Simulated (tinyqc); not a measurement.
Worked calculation: UHF in the sto-3g basis, for H6, spin multiplicity 1. This run ends on a higher stationary point, not on the lowest solution. One step of it, computed by the program tinyqc.

Task: Iteration 3: DIIS coefficients. Solve [B -1; -1 0][c; lambda] = [0; -1] for the coefficients, which sum to one.

B (overlaps of the stored error matrices):
$$\begin{pmatrix}
4.8020318e-01 & -6.0748558e-02 & 8.6041088e-03 \\
-6.0748558e-02 & 2.9129758e-02 & 5.2578943e-03 \\
8.6041088e-03 & 5.2578943e-03 & 2.1881658e-03
\end{pmatrix}$$

Give: DIIS coefficients.

Result:

DIIS coefficients: [-0.0803, -0.4271, 1.5073]
